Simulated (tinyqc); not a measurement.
Carrier statistics of a doped semiconductor with parabolic bands: sweeps and comparisons. A value that a table varies takes the place of the one given here.

Eg(T) = Eg0 - al T^2/(T + be); m_de = Mv^(2/3) (ml mt^2)^(1/3); m_dh = (mhh^(3/2) + mlh^(3/2))^(2/3); Nc and Nv from N = 2 (m kB T/(4 pi c))^(3/2) with c = hbar^2/2m0, in 1/angstrom^3; times 1e24 for 1/cm^3.

Energies are counted from Ev, so Ec = Eg. n = Nc F_1/2((EF - Eg)/kT), p = Nv F_1/2(-EF/kT), ND+ = ND/(1 + 2 exp((EF - Eg + ED)/kT)), NA- = NA/(1 + 4 exp((EA - EF)/kT)); neutrality asks p + ND+ = n + NA-. F_j(eta) = (1/Gamma(j + 1)) integral_0^infinity x^j dx/(1 + exp(x - eta)), which tends to exp(eta) for eta << 0.

Constants: hbar^2/2m0 = 3.80998211 eV angstrom^2; kB = 8.617333262e-05 eV/K.

Values chosen for the exercise (near those of GaSb; the results hold for these values, not for the real material): Eg0 = 0.815 eV (gap at 0 K); al = 0.000412 eV/K (Varshni alpha); be = 143 K (Varshni beta); ml = 0.0402 m0 (longitudinal electron mass); mt = 0.0402 m0 (transverse electron mass); Mv = 1 (equivalent valleys); mhh = 0.391 m0 (heavy-hole mass); mlh = 0.0514 m0 (light-hole mass); ND = 6.9e+13 1/cm^3 (donors); NA = 3.3e+13 1/cm^3 (acceptors); ED = 0.00307 eV (donor level below Ec); EA = 0.013 eV (acceptor level above Ev); T = 515 K.

## Temperature

Neutrality solved at each temperature; ni = sqrt(Nc Nv) exp(-Eg/2kT).

Carriers (1/cm^3):
```
T (K)  EF (eV)         n         p  majority / |ND - NA|        ni  Eg (eV)
10      0.8106  1.03e+13    <1e-99                 0.287    <1e-99   0.8147
20      0.8058  2.96e+13    <1e-99                 0.824  5.43e-87   0.8140
40      0.7919  3.48e+13  5.18e-83                 0.967  4.25e-35   0.8114
77      0.7601  3.57e+13  1.49e-32                 0.992  7.29e-10   0.8039
120     0.7173  3.59e+13  1.21e-12                 0.996      6.60   0.7924
200     0.6286  3.59e+13       505                 0.999  1.35e+08   0.7670
300     0.5081  3.60e+13  1.87e+10                  1.00  8.21e+11   0.7313
400     0.4146  9.51e+13  5.91e+13                  2.64  7.50e+13   0.6936
500     0.4026  1.25e+15  1.21e+15                  34.6  1.23e+15   0.6548
600     0.3973  8.39e+15  8.36e+15                   233  8.40e+15   0.6154
```

What can be read from the table?

Ionisation is incomplete: the majority density is below 90 % of the net doping at 10 and 20 K, down to a share of 0.29. It is within 10 % of the net doping at 40, 77, 120, 200 and 300 K. At 400, 500 and 600 K thermal pairs lift it more than 10 % above the net doping; ni has reached 8.40e+15 1/cm^3 at 600 K against a net doping of 3.60e+13. EF goes from 0.811 eV to 0.397 eV, where midgap is 0.308 eV and the intrinsic level (Boltzmann) 0.397 eV.

## Doping level

Only donors are present (NA = 0); eta is the distance of EF beyond the conduction edge in units of kT.

Neutral state:
```
ND (1/cm^3)  EF (eV)  majority (1/cm^3)  ionised share    eta
1.0e+14       0.4025           1.76e+15          0.992  -5.55
1.0e+15       0.4139           2.28e+15          0.989  -5.30
1.0e+16       0.4792           9.85e+15          0.955  -3.83
1.0e+17       0.5704           7.33e+16          0.732  -1.77
1.0e+18       0.6462           3.32e+17          0.332  -0.06
3.0e+18       0.6789           5.76e+17          0.192   0.68
1.0e+19       0.7145           9.63e+17          0.096   1.48
3.0e+19       0.7477           1.44e+18          0.048   2.23
```

How do the results move?

The impurity level lies at 0.6459 eV. The ionised share falls from 0.992 to 0.048 as EF passes through it between 1e+17 and 1e+18 1/cm^3 (share 1/3 there); it is below one half from 1e+18 1/cm^3 on. Over the last two rows the doping grows threefold and the majority density by a factor 1.50. EF comes within 3 kT of the majority band edge from 1e+17 1/cm^3 on. Above roughly 3e+15 1/cm^3 (N^(1/3) a = 0.26, with the radius a = sqrt(c/(m E)) from the ionisation energy E and the mass (ml mt^2)^(1/3)) the levels merge with the band and real ionisation is complete; sharp levels then overstate freeze-out.

## What each input does

Neutrality solved anew for each case. Each row changes one parameter from the base and keeps the others.

Results:
```
case                  EF (eV)  n (1/cm^3)  p (1/cm^3)
base                   0.4017    1.73e+15    1.69e+15
T = 535 K              0.4006    2.61e+15    2.58e+15
ND = 3.45e+13 1/cm^3   0.4013    1.71e+15    1.71e+15
NA = 1.65e+13 1/cm^3   0.4019    1.74e+15    1.69e+15
Eg0 = 0.865 eV         0.4270    9.93e+14    9.57e+14
mt = 0.0482 m0         0.3976    1.89e+15    1.86e+15
mhh = 0.4692 m0        0.4075    1.97e+15    1.93e+15
ED = 0.0046 eV         0.4017    1.73e+15    1.69e+15
```

What does this show?

The largest shifts from the base row, up to three for each result and ties (the steps differ in size, so this ranks the rows, not the parameters). EF (eV): Eg0 +0.0253, mhh +0.0058, mt -0.0041; unchanged at the printed digits by ED. n (1/cm^3): T +8.82e+14, Eg0 -7.37e+14, mhh +2.40e+14; unchanged at the printed digits by ED. p (1/cm^3): T +8.82e+14, Eg0 -7.37e+14, mhh +2.40e+14; unchanged at the printed digits by NA and ED.

Computed by tinyqc, a small Python program: `OMP_NUM_THREADS=1 python tinyqc.py 1682192 1682193 out.jsonl` (the numbers bound the seed that draws the inputs); one thread of a shared host (Intel(R) Xeon(R) Processor @ 2.30GHz), about 0.01 s for the whole set of steps.
